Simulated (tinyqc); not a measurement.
Ferroelectric hysteresis, discrete Preisach model: one step of the calculation.

16 bistable elements (j, k) switch to +1 when V reaches u_j and to -1 when V falls to -u_k, and keep their state between. P = Ps sum w_jk s_jk. All elements start at -1. No time dependence and no dielectric part.

Problem. The voltage goes to -0.6 V. Rows with u_j <= V turn to +1; columns with V <= -u_k turn to -1; P = Ps sum w s.

Values chosen for this exercise: saturation polarisation Ps = 13 uC/cm^2; list of the u_j up = [0.3, 0.9, 1.5, 2.1] V.

states after step 3:
```
       d=-0.3  d=-0.9  d=-1.5  d=-2.1
u=0.3       1       1       1       1
u=0.9      -1       1       1       1
u=1.5      -1       1       1       1
u=2.1      -1       1       1       1
```

w:
```
           d=-0.3      d=-0.9      d=-1.5      d=-2.1
u=0.3  0.16850289  0.08090091  0.00364237  0.00001538
u=0.9  0.08090091  0.25800744  0.07716051  0.00216392
u=1.5  0.00364237  0.07716051  0.15328185  0.02855423
u=2.1  0.00001538  0.00216392  0.02855423  0.03533319
```

V = -0.6 V

Wanted: states after step 4; P after step 4.

Solution.

states after step 4:
```
       d=-0.3  d=-0.9  d=-1.5  d=-2.1
u=0.3      -1       1       1       1
u=0.9      -1       1       1       1
u=1.5      -1       1       1       1
u=2.1      -1       1       1       1
```

P after step 4 = 6.420 uC/cm^2

Program tinyqc, `OMP_NUM_THREADS=1 python tinyqc.py 2860130 2860131 out.jsonl`; Intel Xeon 2.30GHz, shared host, one thread, about 0.01 s.
